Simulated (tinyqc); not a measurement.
What each parameter does: localisation in a chain with random site energies (transfer matrices).

Hopping -t; leads with site energy 0, E = -2t cos(ka). psi_(j+1) = ((e_j - E)/t) psi_j - psi_(j-1), a product of matrices M_j = [[(e_j - E)/t, -1], [1, 0]]. For M = M_N ... M_1 the transmission is T = 4 sin^2(ka)/|M21 - M12 + M22 exp(ika) - M11 exp(-ika)|^2. Long samples draw e_j = W (x_j/2147483647 - 1/2) from x_j = 16807 x_(j-1) mod 2147483647, starting at x0. The localisation length xi, in sites, is defined by ln T = -2N/xi on average; weak disorder gives xi = 24 (4t^2 - E^2)/W^2, and the mean free path for backscattering is xi/2.

Numerical xi = N/ln sqrt(psi_(N+1)^2 + psi_N^2) for N = 20000 sites from psi_1 = 1, psi_0 = 0; its statistical error is about xi sqrt(xi/N).

Parameters, chosen for this exercise:
```
symbol  value  unit  meaning
t       0.84   eV    hopping
E       -1.03  eV    energy
W       1.42   eV    full width of the disorder
x0      5654         start of the number sequence
```

Numerical and weak-disorder xi.

One parameter was then changed.

Results before and after:
```
case     numerical xi (sites)  weak-disorder xi (sites)
base                    20.05                     20.97
changed                 27.16                     27.42
```

Which of these changes was made? (a) t = 0.966 eV; (b) x0 = 5655; (c) E = -0.72 eV; (d) W = 1.704 eV.
Answer: (c) E = -0.72 eV. Of the candidates, run in turn, only this one gives the changed row.

All candidates:
```
case          numerical xi (sites)  weak-disorder xi (sites)
base                         20.05                     20.97
t = 0.966 eV                 28.95                     31.80
E = -0.72 eV                 27.16                     27.42
W = 1.704 eV                 13.63                     14.56
x0 = 5655                    20.48                     20.97
```

A new x0 is another sample of the same disorder; its shift is one draw of the statistical scatter, about xi sqrt(xi/N); the other rows share one sample, so their errors are correlated.

Program tinyqc; command `OMP_NUM_THREADS=1 python tinyqc.py 1452157 1452158 out.jsonl`; about 0.04 s on one thread of a shared Intel(R) Xeon(R) Processor @ 2.30GHz.
